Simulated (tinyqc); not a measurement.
Elastic strain and critical thickness of a cubic alloy layer A(1-x)B(x) on a thick substrate: one step, computed by the program tinyqc.

Strain is positive in tension. The layer is coherent with the substrate unless said otherwise.

Question. Alloy by Vegard's rule, and misfit. a = (1 - x) a_A + x a_B, the same rule for each C_ij; misfit f = (a_S - a)/a, the in-plane strain of the coherent layer.

Inputs (values chosen for the exercise, modelled on Ga(1-x)In(x)As on GaAs):

| quantity | value | unit |
|---|---|---|
| fraction x of B | 0.21 | - |
| lattice constant a_A | 5.653 | angstrom |
| lattice constant a_B | 6.058 | angstrom |
| substrate lattice constant a_S | 5.653 | angstrom |

C11, C12, C44 of A (GPa): 117.8  53.88  59.66

C11, C12, C44 of B (GPa): 82.07  45.76  39.69

Give: free lattice constant a; elastic constants; misfit f.

Answer.

free lattice constant a = 5.73805 angstrom

elastic constants (GPa): C11 110.2967, C12 52.1748, C44 55.4663

misfit f = -0.01482

The layer is compressed in the plane by 1.48 %.
